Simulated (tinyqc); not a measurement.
The product rho l across metals: free and nearly free electrons in a metal.

Constants: hbar^2/2m0 = 3.80998211 eV angstrom^2; hbar = 6.58211957e-16 eV s.

Free electrons with m = 1; fcc cells hold 4 atoms and bcc cells 2; n = atoms z/a^3, kF = (3 pi^2 n)^(1/3), rho l = hbar kF/(n e^2), e = 1.602176634e-19 C. Inputs are chosen for the exercise.

Results:
```
case     lattice  a (angstrom)  z  rho (micro-ohm cm)  kF (1/angstrom)  EF (eV)  l (nm)  rho l (1e-16 ohm m^2)
near Al      fcc         4.079  3                2.89            1.736    11.49    14.0                   4.03
near Ca      fcc         5.612  2                3.66            1.103     4.63    27.3                  10.01
near K       bcc         5.222  1                6.48            0.746     2.12    33.7                  21.83
near Na      bcc         4.242  1                5.06            0.919     3.22    28.5                  14.41
near Cu      fcc         3.645  1                1.56            1.347     6.92    43.0                   6.70
near Ag      fcc         4.109  1                1.68            1.195     5.44    50.7                   8.52
```

rho l falls as n^(-2/3): it is lowest for the case near Al and highest for near K. The lowest bulk rho belongs to near Cu; in very narrow wires, where rho l rules, the order changes. Real Fermi surfaces depart from spheres, most for the polyvalent and noble metals.

Computed by tinyqc, a small Python program: `OMP_NUM_THREADS=1 python tinyqc.py 1651016 1651017 out.jsonl` (the numbers bound the seed that draws the inputs); one thread of a shared host (Intel(R) Xeon(R) Processor @ 2.30GHz), about 0.01 s for the whole set of steps.
